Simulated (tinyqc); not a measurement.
Cooling rate: nucleation and growth of vacancy voids in a cooling silicon-like crystal. Computed by tinyqc, a small Python program. Command: `OMP_NUM_THREADS=1 python tinyqc.py 3018827 3018828 out.jsonl voids walk`. One thread of a shared host (Intel(R) Xeon(R) Processor @ 2.30GHz), about 0.7 s of CPU time with the checks.

Spherical voids; vacancies are lost only to voids.

Inputs (values chosen for the exercise, close to those used for silicon): vacancy density at the melting point C_m = 7.8e+14 1/cm^3; formation energy E_f = 3.79 eV; melting point T_m = 1685 K; diffusion prefactor D0 = 0.00066 cm^2/s; migration energy E_m = 0.47 eV; site density rho = 5e+22 1/cm^3; void surface energy gamma = 0.847 J/m^2; cooling rate q = 0.87 K/min; vacancy excess C0 = 9.8e+13 1/cm^3; temperature step = 0.125 K.

Vacancy supply: given.

Constants: k_B = 8.617333262e-05 eV/K; k_B = 1.380649e-23 J/K.

Method:
- C = C0 as given.
- C_e = C_m exp[-(E_f/k_B)(1/T - 1/T_m)]; D = D0 exp(-E_m/(k_B T)); f = k_B T ln(C/C_e); r* = 2 gamma/(rho f); W* = 16 pi gamma^3/(3 rho^2 f^2); Z = f/sqrt(12 pi W* k_B T); I = rho Z (4 pi r* D C) exp(-W*/(k_B T)).
- March down from 1500 K in steps dT, dt = dT/q, with values at the upper end of each step: a class of I dt voids is born with r*; then all classes grow by r^2 += 2 D (C - C_e) dt/rho; C falls by the vacancies added to voids. Stop at 1150 K. T_n is the T of the largest I, N the final count (classes under 1e-6 /cm^3 are dropped), and the mean radius the number average.

initial excess C = 9.80e+13 1/cm^3

At fixed C:
```
q (K/min)   T_n (K)  N (1/cm^3)  mean radius (nm)
0.087      1398.625  3.9556e+04            226.63
0.220      1394.875  1.5574e+05            143.46
0.430      1392.000  4.1908e+05            103.10
0.870      1388.875  1.1866e+06             72.85
1.700      1385.625  3.1909e+06             52.36
3.500      1382.000  9.2669e+06             36.68
8.700      1377.125  3.5525e+07             23.42
```

What does the comparison show, and why?

Over the rows N goes as q^1.48 and the radius as q^-0.49, near the 3/2 and -1/2 of the scaling argument (depletion time 1/(4 pi N r D) equal to the time in the nucleation range, at fixed N r^3). T_n drops only 22 K for a factor 100 in q. Fast cooling gives many small voids, which an anneal can dissolve.

Extremes, crossings and ranges named in words are read from the listed rows.
